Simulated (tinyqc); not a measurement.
Straight dislocations in isotropic elasticity: fields, energies, partials, Peierls stress and walls: one step, computed by the program tinyqc. Command: `OMP_NUM_THREADS=1 python tinyqc.py 3025682 3025683 out.jsonl disloc walk`. One thread of a shared host (Intel(R) Xeon(R) Processor @ 2.30GHz), about 0.01 s of CPU time with the checks.

The line runs along z, the glide plane is y = 0, and beta is the angle between b and the line (0 screw, 90 degrees edge): b_e = b sin(beta) along +x with the extra half plane at y > 0, b_s = b cos(beta). Stress is positive in tension.

Question. Strength from dislocations. Frank-Read source, averaged over the loop: tau = G b/(2 pi l) [(1 - nu/2)/(1 - nu)] ln(l/r0). Taylor hardening: tau = 0.3 G b sqrt(rho).

Inputs (values chosen for the exercise, modelled on aluminium):
```
quantity,value,unit
shear modulus G,26.9,GPa
Poisson ratio nu,0.363,-
Burgers vector b,2.863,angstrom
dislocation density rho,6.1e+14,1/m^2
core radius r0/b,0.5,-
source length l,40,nm
```

Give: Frank-Read stress; Taylor stress.

Answer.

Frank-Read stress = 221.79 MPa

Taylor stress = 57.064 MPa
